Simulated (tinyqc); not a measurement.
CIS on RHF in the sto-3g basis, for H2, spin multiplicity 1, step by step. One step of it, computed by the program tinyqc.

Question. CIS matrix, singlets. A(ia,jb) = (e_a - e_i) d_ij d_ab + 2 (ia|jb) - (ij|ab).

orbital energies (hartree): MO1 -0.484758, MO2 0.458157

Two-electron integrals over orbitals (pq|rs), unique and non-zero (hartree):
```
(11|11) 0.626580   (21|21) 0.196727   (22|11) 0.621856   (22|22) 0.653231
```

Give: CIS matrix A, singlet.

Answer.

CIS matrix A, singlet (hartree):
```
        1>2
1>2  0.7145
```
